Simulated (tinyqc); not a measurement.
RHF in the sto-6g basis, for H6, spin multiplicity 1, step by step. Computed by tinyqc, a small Python program that keeps every step (integrals from PySCF). Settings: charge = 0, multiplicity = 1, basis = sto-6g, energy threshold = 1e-10, iteration cap = 66, orthogonalisation = symmetric, start = highest core orbitals, DIIS depth = 4, DIIS from iteration = 2, method = RHF. Command: `OMP_NUM_THREADS=1 python tinyqc.py 28120 28121 out.jsonl` (the two numbers bound the seeds that draw the settings). One thread of a shared host (Intel(R) Xeon(R) Processor @ 2.60GHz), about 0.1 s of CPU time with the checks. Later iterations appear only in the table of the cycle.

## One-electron integrals

Geometry (angstrom):
```
atom        x        y        z
H     0.00000  0.00000  0.00000
H     0.00000  0.00000  0.73400
H     0.00000  0.00000  1.91500
H     0.00000  0.00000  2.64900
H     0.00000  0.00000  3.82900
H     0.00000  0.00000  4.56400
```

Basis sto-6g: exponents (1/bohr^2) and contraction coefficients of normalised primitives:
```
element  l (shell)  exponent  coefficient
H            s (1)  35.52322      0.00916
H            s (1)   6.51314      0.04936
H            s (1)   1.82214      0.16854
H            s (1)   0.62596      0.37056
H            s (1)   0.24308      0.41649
H            s (1)   0.10011      0.13033
```

Overlap, kinetic and nuclear-attraction integrals over the contracted functions; the nuclear repulsion is the sum of Za Zb / Rab.

nuclear repulsion = 5.1266976 hartree

overlap S, lower triangle:
```
         1H 1s    2H 1s    3H 1s    4H 1s    5H 1s    6H 1s
1H 1s  1.00000
2H 1s  0.66366  1.00000
3H 1s  0.13724  0.39707  1.00000
4H 1s  0.04040  0.13724  0.66366  1.00000
5H 1s  0.00456  0.01826  0.13746  0.39758  1.00000
6H 1s  0.00102  0.00455  0.04040  0.13724  0.66300  1.00000
```

kinetic energy T (hartree), lower triangle:
```
          1H 1s     2H 1s     3H 1s     4H 1s    5H 1s    6H 1s
1H 1s   0.76852
2H 1s   0.23867   0.76852
3H 1s  -0.01059   0.05863   0.76852
4H 1s  -0.00870  -0.01059   0.23867   0.76852
5H 1s  -0.00167  -0.00500  -0.01058   0.05886  0.76852
6H 1s  -0.00048  -0.00167  -0.00870  -0.01059  0.23806  0.76852
```

nuclear attraction V (hartree), lower triangle:
```
          1H 1s     2H 1s     3H 1s     4H 1s     5H 1s     6H 1s
1H 1s  -2.62767
2H 1s  -1.77633  -2.92432
3H 1s  -0.34368  -1.06133  -3.09122
4H 1s  -0.09928  -0.35864  -1.97402  -3.09142
5H 1s  -0.01065  -0.04442  -0.35927  -1.06292  -2.92419
6H 1s  -0.00229  -0.01063  -0.09928  -0.34368  -1.77409  -2.62698
```

core Hamiltonian H = T + V (hartree), lower triangle:
```
          1H 1s     2H 1s     3H 1s     4H 1s     5H 1s     6H 1s
1H 1s  -1.85915
2H 1s  -1.53766  -2.15580
3H 1s  -0.35427  -1.00270  -2.32270
4H 1s  -0.10798  -0.36924  -1.73535  -2.32290
5H 1s  -0.01232  -0.04942  -0.36984  -1.00406  -2.15567
6H 1s  -0.00277  -0.01230  -0.10798  -0.35427  -1.53603  -1.85846
```

## Two-electron integrals

Functions are numbered as in S; the eight-fold symmetry (ij|kl) = (ji|kl) = (kl|ij) leaves the list below.

Two-electron integrals (ij|kl) in chemists' order, unique and non-zero (hartree):
```
(11|11) 0.77500    (21|11) 0.44784    (21|21) 0.30128    (22|11) 0.57226
(22|21) 0.44784    (22|22) 0.77500    (31|11) 0.06531    (31|21) 0.04840
(31|22) 0.08089    (31|31) 0.00974    (32|11) 0.15462    (32|21) 0.12637
(32|22) 0.23405    (32|31) 0.02941    (32|32) 0.09648    (33|11) 0.27503
(33|21) 0.22429    (33|22) 0.42317    (33|31) 0.06531    (33|32) 0.23405
(33|33) 0.77500    (41|11) 0.01595    (41|21) 0.01197    (41|22) 0.02030
(41|31) 0.00259    (41|32) 0.00810    (41|33) 0.02030    (41|41) 0.00073
(42|11) 0.04415    (42|21) 0.03560    (42|22) 0.06531    (42|31) 0.00880
(42|32) 0.02941    (42|33) 0.08089    (42|41) 0.00259    (42|42) 0.00974
(43|11) 0.15443    (43|21) 0.12248    (43|22) 0.22429    (43|31) 0.03560
(43|32) 0.12637    (43|33) 0.44784    (43|41) 0.01197    (43|42) 0.04840
(43|43) 0.30128    (44|11) 0.19970    (44|21) 0.15443    (44|22) 0.27503
(44|31) 0.04415    (44|32) 0.15462    (44|33) 0.57226    (44|41) 0.01595
(44|42) 0.06531    (44|43) 0.44784    (44|44) 0.77500    (51|11) 0.00140
(51|21) 0.00106    (51|22) 0.00181    (51|31) 0.00024    (51|32) 0.00077
(51|33) 0.00209    (51|41) 0.00007    (51|42) 0.00026    (51|43) 0.00135
(51|44) 0.00198    (51|51) 7.85e-06   (52|11) 0.00460    (52|21) 0.00363
(52|22) 0.00653    (52|31) 0.00092    (52|32) 0.00307    (52|33) 0.00897
(52|41) 0.00029    (52|42) 0.00109    (52|43) 0.00593    (52|44) 0.00896
(52|51) 3.24e-05   (52|52) 0.00014    (53|11) 0.02590    (53|21) 0.01990
(53|22) 0.03517    (53|31) 0.00550    (53|32) 0.01894    (53|33) 0.06543
(53|41) 0.00190    (53|42) 0.00761    (53|43) 0.04849    (53|44) 0.08104
(53|51) 0.00024    (53|52) 0.00109    (53|53) 0.00977    (54|11) 0.06539
(54|21) 0.04918    (54|22) 0.08484    (54|31) 0.01320    (54|32) 0.04464
(54|33) 0.15486    (54|41) 0.00474    (54|42) 0.01893    (54|43) 0.12657
(54|44) 0.23442    (54|51) 0.00067    (54|52) 0.00307    (54|53) 0.02950
(54|54) 0.09675    (55|11) 0.13820    (55|21) 0.10167    (55|22) 0.17097
(55|31) 0.02586    (55|32) 0.08475    (55|33) 0.27517    (55|41) 0.00902
(55|42) 0.03512    (55|43) 0.22442    (55|44) 0.42345    (55|51) 0.00140
(55|52) 0.00653    (55|53) 0.06543    (55|54) 0.23442    (55|55) 0.77500
(61|11) 0.00026    (61|21) 0.00020    (61|22) 0.00035    (61|31) 4.83e-05
(61|32) 0.00016    (61|33) 0.00044    (61|41) 1.48e-05   (61|42) 0.00005
(61|43) 0.00029    (61|44) 0.00044    (61|51) 1.67e-06   (61|52) 7.04e-06
(61|53) 0.00005    (61|54) 0.00016    (61|55) 0.00035    (61|61) 3.64e-07
(62|11) 0.00100    (62|21) 0.00078    (62|22) 0.00139    (62|31) 0.00020
(62|32) 0.00067    (62|33) 0.00198    (62|41) 0.00006    (62|42) 0.00024
(62|43) 0.00134    (62|44) 0.00209    (62|51) 7.48e-06   (62|52) 3.24e-05
(62|53) 0.00026    (62|54) 0.00077    (62|55) 0.00181    (62|61) 1.67e-06
(62|62) 7.82e-06   (63|11) 0.00683    (63|21) 0.00518    (63|22) 0.00902
(63|31) 0.00139    (63|32) 0.00473    (63|33) 0.01595    (63|41) 0.00048
(63|42) 0.00190    (63|43) 0.01197    (63|44) 0.02030    (63|51) 0.00006
(63|52) 0.00029    (63|53) 0.00260    (63|54) 0.00811    (63|55) 0.02030
(63|61) 1.48e-05   (63|62) 0.00007    (63|63) 0.00073    (64|11) 0.02043
(64|21) 0.01519    (64|22) 0.02586    (64|31) 0.00396    (64|32) 0.01319
(64|33) 0.04415    (64|41) 0.00139    (64|42) 0.00549    (64|43) 0.03560
(64|44) 0.06531    (64|51) 0.00020    (64|52) 0.00092    (64|53) 0.00881
(64|54) 0.02944    (64|55) 0.08090    (64|61) 4.83e-05   (64|62) 0.00024
(64|63) 0.00259    (64|64) 0.00974    (65|11) 0.08373    (65|21) 0.06103
(65|22) 0.10155    (65|31) 0.01518    (65|32) 0.04907    (65|33) 0.15432
(65|41) 0.00518    (65|42) 0.01985    (65|43) 0.12239    (65|44) 0.22414
(65|51) 0.00078    (65|52) 0.00363    (65|53) 0.03562    (65|54) 0.12641
(65|55) 0.44726    (65|61) 0.00020    (65|62) 0.00106    (65|63) 0.01196
(65|64) 0.04836    (65|65) 0.30061    (66|11) 0.11595    (66|21) 0.08381
(66|22) 0.13817    (66|31) 0.02043    (66|32) 0.06529    (66|33) 0.19970
(66|41) 0.00683    (66|42) 0.02586    (66|43) 0.15443    (66|44) 0.27503
(66|51) 0.00100    (66|52) 0.00460    (66|53) 0.04420    (66|54) 0.15477
(66|55) 0.57188    (66|61) 0.00026    (66|62) 0.00139    (66|63) 0.01595
(66|64) 0.06531    (66|65) 0.44726    (66|66) 0.77500
```

## Orthogonalisation

S = U s U^T; symmetric (Loewdin) form X = U s^(-1/2) U^T, so that X^T S X = 1.

eigenvalues of S: 0.19362  0.28952  0.42738  1.20062  1.69607  2.19280

X, lower triangle:
```
          1H 1s     2H 1s     3H 1s     4H 1s     5H 1s    6H 1s
1H 1s   1.26249
2H 1s  -0.50987   1.36594
3H 1s   0.07892  -0.32165   1.38038
4H 1s  -0.02586   0.08403  -0.54824   1.38065
5H 1s   0.00428  -0.01225   0.08407  -0.32201   1.36539
6H 1s  -0.00136   0.00427  -0.02583   0.07890  -0.50897  1.26171
```

## Starting guess

The start is the highest orbitals of the core Hamiltonian (a deliberately bad start); D = 2 C_occ C_occ^T.

D at the start, lower triangle:
```
          1H 1s     2H 1s     3H 1s     4H 1s     5H 1s    6H 1s
1H 1s   3.56687
2H 1s  -3.16014   3.24233
3H 1s   0.82954  -1.99534   3.84200
4H 1s  -0.10974   1.33113  -3.69403   3.84456
5H 1s  -0.04758  -0.28164   1.33302  -1.99773   3.23721
6H 1s  -0.09300  -0.04739  -0.10906   0.82882  -3.15370  3.56152
```

## Iteration 1: building the Fock matrix

J_ij = sum D_kl (ij|kl), K_ij = sum D_kl (ik|jl); F = H + J - 0.5 K; E = tr D H + tr D J / 2 - 0.25 tr D K + E_nn.

Coulomb J (hartree), lower triangle:
```
         1H 1s    2H 1s    3H 1s    4H 1s    5H 1s    6H 1s
1H 1s  2.24762
2H 1s  1.48499  2.31584
3H 1s  0.29701  0.90048  2.43825
4H 1s  0.08582  0.30437  1.58231  2.43839
5H 1s  0.00933  0.03854  0.30488  0.90175  2.31601
6H 1s  0.00203  0.00932  0.08583  0.29704  1.48363  2.24796
```

exchange K (hartree), lower triangle:
```
          1H 1s     2H 1s    3H 1s     4H 1s    5H 1s    6H 1s
1H 1s   0.87493
2H 1s   0.17186   0.38958
3H 1s  -0.02527   0.09453  0.49487
4H 1s   0.02976   0.02100  0.09489   0.49487
5H 1s  -0.00481   0.00419  0.02108   0.09451  0.38961
6H 1s  -0.01620  -0.00479  0.02985  -0.02536  0.17187  0.87636
```

Fock matrix F (hartree), lower triangle:
```
          1H 1s     2H 1s     3H 1s     4H 1s     5H 1s     6H 1s
1H 1s  -0.04899
2H 1s  -0.13860  -0.03474
3H 1s  -0.04462  -0.14948  -0.13188
4H 1s  -0.03704  -0.07537  -0.20049  -0.13195
5H 1s  -0.00058  -0.01298  -0.07550  -0.14956  -0.03446
6H 1s   0.00735  -0.00058  -0.03708  -0.04455  -0.13834  -0.04867
```

total energy of this density = 2.3327968 hartree

## Iteration 1: diagonalisation and new density

Diagonalise F' = X^T F X, C = X C', fill 3 alpha and 3 beta electrons from the bottom; D = 2 C_occ C_occ^T. Each column has its largest component positive (the first on a tie).

F' = X^T F X (hartree), lower triangle:
```
          1         2         3         4         5        6
1   0.09482
2  -0.23797   0.21453
3   0.08595  -0.23183   0.11391
4  -0.05220   0.05669  -0.26168   0.11399
5   0.01168  -0.01578   0.05662  -0.23196   0.21460
6   0.00445   0.01166  -0.05222   0.08598  -0.23762  0.09476
```

orbital energies (hartree): MO1 -0.23416, MO2 -0.11235, MO3 -0.04059, MO4 0.09457, MO5 0.42505, MO6 0.71409

coefficients C:
```
           MO1       MO2       MO3       MO4       MO5       MO6
1H 1s  0.07031   0.39426   0.53605  -0.62268  -0.79442  -0.62784
2H 1s  0.22021   0.35256   0.19595   0.40201   0.99252   0.93731
3H 1s  0.43331   0.13533  -0.30201   0.79683  -0.31097  -1.13776
4H 1s  0.43327  -0.13700  -0.30183  -0.79629  -0.31231   1.13807
5H 1s  0.21998  -0.35166   0.19748  -0.40222   0.99201  -0.93667
6H 1s  0.07002  -0.39196   0.53842   0.62241  -0.79325   0.62675
```

D after iteration 1, lower triangle:
```
          1H 1s     2H 1s     3H 1s     4H 1s    5H 1s    6H 1s
1H 1s   0.89548
2H 1s   0.51904   0.42236
3H 1s  -0.15615   0.16790   0.59457
4H 1s  -0.37070  -0.02407   0.52072   0.59519
5H 1s  -0.03464  -0.07369  -0.02382   0.16776  0.42211
6H 1s   0.27802  -0.03453  -0.37062  -0.15696  0.51913  0.89686
```

## Iteration 2: building the Fock matrix

As before.

Coulomb J (hartree), lower triangle:
```
         1H 1s    2H 1s    3H 1s    4H 1s    5H 1s    6H 1s
1H 1s  2.11916
2H 1s  1.46033  2.30122
3H 1s  0.29632  0.89833  2.44216
4H 1s  0.08652  0.30751  1.60638  2.44238
5H 1s  0.00946  0.03907  0.30803  0.89964  2.30138
6H 1s  0.00206  0.00945  0.08653  0.29635  1.45895  2.11931
```

exchange K (hartree), lower triangle:
```
          1H 1s     2H 1s    3H 1s    4H 1s    5H 1s    6H 1s
1H 1s   1.27837
2H 1s   1.05198   1.16426
3H 1s   0.22812   0.51558  1.21455
4H 1s   0.03645   0.23877  1.03190  1.21496
5H 1s  -0.00159   0.02575  0.23926  0.51624  1.16355
6H 1s   0.01207  -0.00156  0.03642  0.22807  1.05112  1.27845
```

Fock matrix F (hartree), lower triangle:
```
          1H 1s     2H 1s     3H 1s     4H 1s     5H 1s     6H 1s
1H 1s  -0.37917
2H 1s  -0.60332  -0.43671
3H 1s  -0.17201  -0.36215  -0.48781
4H 1s  -0.03969  -0.18112  -0.64492  -0.48800
5H 1s  -0.00206  -0.02323  -0.18144  -0.36253  -0.43606
6H 1s  -0.00675  -0.00207  -0.03967  -0.17196  -0.60264  -0.37837
```

total energy of this density = -3.2601346 hartree

## Iteration 2: diagonalisation and new density

As before.

F' = X^T F X (hartree), lower triangle:
```
          1         2         3         4         5        6
1   0.05085
2  -0.65757   0.13162
3   0.08964  -0.37144   0.09648
4  -0.01042   0.08655  -0.69657   0.09659
5   0.00925  -0.00963   0.08650  -0.37187   0.13172
6  -0.01254   0.00922  -0.01035   0.08971  -0.65682  0.05071
```

orbital energies (hartree): MO1 -0.75034, MO2 -0.61062, MO3 -0.46921, MO4 0.40738, MO5 0.77980, MO6 1.20096

coefficients C:
```
           MO1       MO2       MO3       MO4       MO5       MO6
1H 1s  0.15092   0.36061   0.41384  -0.65893  -0.85471  -0.60989
2H 1s  0.23486   0.39578   0.29255   0.44534   0.96518   0.89954
3H 1s  0.39148   0.09580  -0.39531   0.73460  -0.25716  -1.18277
4H 1s  0.39148  -0.09820  -0.39479  -0.73397  -0.25937   1.18308
5H 1s  0.23425  -0.39480   0.29444  -0.44640   0.96414  -0.89888
6H 1s  0.15024  -0.35902   0.41576   0.65997  -0.85291   0.60872
```

D after iteration 2, lower triangle:
```
          1H 1s     2H 1s     3H 1s     4H 1s    5H 1s    6H 1s
1H 1s   0.64816
2H 1s   0.59848   0.59478
3H 1s  -0.13994   0.02842   0.63741
4H 1s  -0.27942  -0.12484   0.59982   0.63751
5H 1s   0.02968  -0.03020  -0.12502   0.02847  0.59488
6H 1s   0.13053   0.02964  -0.27986  -0.14012  0.59871  0.64865
```

## Iteration 3: building the Fock matrix

As before.

Coulomb J (hartree), lower triangle:
```
         1H 1s    2H 1s    3H 1s    4H 1s    5H 1s    6H 1s
1H 1s  2.08250
2H 1s  1.46219  2.34162
3H 1s  0.30044  0.91836  2.50694
4H 1s  0.08801  0.31465  1.64945  2.50707
5H 1s  0.00964  0.03993  0.31518  0.91967  2.34168
6H 1s  0.00210  0.00962  0.08801  0.30045  1.46062  2.08217
```

exchange K (hartree), lower triangle:
```
         1H 1s    2H 1s    3H 1s    4H 1s    5H 1s    6H 1s
1H 1s  1.19993
2H 1s  1.06469  1.23607
3H 1s  0.22893  0.50594  1.24912
4H 1s  0.03891  0.22751  1.06746  1.24933
5H 1s  0.00192  0.02726  0.22792  0.50668  1.23559
6H 1s  0.00856  0.00191  0.03885  0.22899  1.06377  1.19943
```

Fock matrix F (hartree), lower triangle:
```
          1H 1s     2H 1s     3H 1s     4H 1s     5H 1s     6H 1s
1H 1s  -0.37662
2H 1s  -0.60782  -0.43221
3H 1s  -0.16829  -0.33730  -0.44032
4H 1s  -0.03943  -0.16834  -0.61964  -0.44049
5H 1s  -0.00364  -0.02312  -0.16862  -0.33773  -0.43178
6H 1s  -0.00496  -0.00363  -0.03940  -0.16832  -0.60729  -0.37600
```

total energy of this density = -3.3158965 hartree

## Iteration 3: DIIS over 2 matrices

error matrix X^T (FDS - SDF) X:
```
          1         2         3         4         5         6
1   0.00000   0.01088  -0.02831   0.00075   0.01156  -0.00001
2  -0.01088   0.00000  -0.00311   0.02726   0.00000  -0.01158
3   0.02831   0.00311   0.00000  -0.00004  -0.02722  -0.00069
4  -0.00075  -0.02726   0.00004   0.00000   0.00309   0.02826
5  -0.01156   0.00000   0.02722  -0.00309   0.00000  -0.01094
6   0.00001   0.01158   0.00069  -0.02826   0.01094   0.00000
```

B (overlaps of the stored error matrices):
```
               1              2
1  2.5695219e-01  3.4500337e-02
2  3.4500337e-02  7.2203903e-03
```

Minimise |sum c_i e_i|^2 with sum c_i = 1: solve [B -1; -1 0][c; lambda] = [0; -1] with B_ij = tr e_i^T e_j, and take F = sum c_i F_i.

DIIS coefficients: -0.13977  1.13977

extrapolated F (hartree), lower triangle:
```
          1H 1s     2H 1s     3H 1s     4H 1s     5H 1s     6H 1s
1H 1s  -0.37626
2H 1s  -0.60845  -0.43158
3H 1s  -0.16777  -0.33383  -0.43368
4H 1s  -0.03940  -0.16655  -0.61610  -0.43385
5H 1s  -0.00386  -0.02311  -0.16683  -0.33426  -0.43118
6H 1s  -0.00471  -0.00384  -0.03937  -0.16781  -0.60794  -0.37567
```

## Iteration 3: diagonalisation and new density

As before.

F' = X^T F X (hartree), lower triangle:
```
          1         2         3         4         5        6
1   0.06258
2  -0.66950   0.13333
3   0.08798  -0.35137   0.15485
4  -0.01569   0.09572  -0.71359   0.15501
5   0.00657  -0.01285   0.09573  -0.35183   0.13316
6  -0.00770   0.00656  -0.01559   0.08797  -0.66877  0.06224
```

orbital energies (hartree): MO1 -0.71060, MO2 -0.60813, MO3 -0.46519, MO4 0.45101, MO5 0.79224, MO6 1.24184

coefficients C:
```
           MO1       MO2       MO3       MO4       MO5       MO6
1H 1s  0.19360   0.36460  -0.38178  -0.67403  -0.86135  -0.59021
2H 1s  0.25744   0.39702  -0.28715   0.48192   0.96120   0.87974
3H 1s  0.35302   0.07410   0.43559   0.69434  -0.24709  -1.20847
4H 1s  0.35311  -0.07576   0.43522  -0.69357  -0.25007   1.20872
5H 1s  0.25705  -0.39646  -0.28843  -0.48362   0.95997  -0.87885
6H 1s  0.19309  -0.36373  -0.38311   0.67571  -0.85920   0.58882
```

D after iteration 3, lower triangle:
```
          1H 1s     2H 1s     3H 1s     4H 1s    5H 1s    6H 1s
1H 1s   0.63235
2H 1s   0.60844   0.61271
3H 1s  -0.14188  -0.00956   0.63971
4H 1s  -0.25084  -0.12829   0.61723   0.63967
5H 1s   0.03066  -0.01681  -0.12854  -0.00945  0.61290
6H 1s   0.10206   0.03062  -0.25133  -0.14199  0.60868  0.63271
```

## Iteration 7 (converged): orbitals

converged F (hartree), lower triangle:
```
          1H 1s     2H 1s     3H 1s     4H 1s     5H 1s     6H 1s
1H 1s  -0.37672
2H 1s  -0.60868  -0.43082
3H 1s  -0.16710  -0.33226  -0.43833
4H 1s  -0.04053  -0.16765  -0.62067  -0.43850
5H 1s  -0.00387  -0.02386  -0.16793  -0.33269  -0.43042
6H 1s  -0.00404  -0.00386  -0.04050  -0.16714  -0.60818  -0.37613
```

As before.

F' = X^T F X (hartree), lower triangle:
```
          1         2         3         4         5        6
1   0.06238
2  -0.67007   0.13340
3   0.08844  -0.34768   0.14978
4  -0.01716   0.09455  -0.71513   0.14995
5   0.00687  -0.01343   0.09456  -0.34813   0.13322
6  -0.00698   0.00686  -0.01706   0.08843  -0.66933  0.06205
```

orbital energies (hartree): MO1 -0.71292, MO2 -0.60758, MO3 -0.46863, MO4 0.45110, MO5 0.79140, MO6 1.23742

coefficients C:
```
           MO1       MO2       MO3       MO4       MO5       MO6
1H 1s  0.19055   0.36612  -0.38194  -0.67089  -0.86194  -0.59287
2H 1s  0.25278   0.39659  -0.29218   0.48041   0.96090   0.88078
3H 1s  0.35823   0.07016   0.43218   0.69848  -0.24555  -1.20633
4H 1s  0.35832  -0.07183   0.43180  -0.69771  -0.24858   1.20657
5H 1s  0.25243  -0.39597  -0.29351  -0.48213   0.95968  -0.87987
6H 1s  0.19007  -0.36518  -0.38330   0.67259  -0.85981   0.59146
```

D after iteration 7, lower triangle:
```
          1H 1s     2H 1s     3H 1s     4H 1s    5H 1s    6H 1s
1H 1s   0.63246
2H 1s   0.60992   0.61311
3H 1s  -0.14223  -0.01579   0.64007
4H 1s  -0.24588  -0.12815   0.61988   0.64001
5H 1s   0.03046  -0.01494  -0.12840  -0.01569  0.61332
6H 1s   0.09782   0.03042  -0.24637  -0.14234  0.61016  0.63280
```

## Convergence

Stop when the energy changes by less than 1e-10 hartree and every element of the error matrix X^T (F D S - S D F) X is below 3e-06.

Course of the cycle:
```
iteration  E (hartree)     change  largest element of the error matrix
1            2.3327968          -                             2.17e-01
2           -3.2601346  -5.59e+00                             1.78e-01
3           -3.3158965  -5.58e-02                             2.83e-02
4           -3.3176550  -1.76e-03                             4.13e-03
5           -3.3176925  -3.75e-05                             8.49e-05
6           -3.3176925  -1.39e-08                             3.17e-06
7           -3.3176925  -2.08e-11                             4.49e-08
```

PySCF RHF in the same basis = -3.3176925 hartree

Converged in 7 iterations.

## Populations, bond orders and dipole

Mulliken: Z minus the diagonal of D S on the atom; Loewdin: the same with S^(1/2) D S^(1/2); Mayer order: 2 sum_s sum (D(s) S)_ij (D(s) S)_ji over the two atoms.

Charges (e):
```
atom  Mulliken   Loewdin
1H    -0.00802  -0.02165
2H     0.00610   0.01966
3H     0.00194   0.00198
4H     0.00190   0.00203
5H     0.00617   0.01972
6H    -0.00809  -0.02174
```

Mayer bond orders:
```
pair      order
2-1     0.94931
3-1    -0.00129
3-2     0.05087
4-1     0.04525
4-2    -0.00132
4-3     0.90628
5-1   -4.55e-05
5-2     0.00115
5-3    -0.00132
5-4     0.05108
6-1     0.00671
6-2   -4.56e-05
6-3     0.04546
6-4    -0.00129
6-5     0.94910
```

dipole moment about the origin, x y z (debye): 0.00000  0.00000  -0.00038
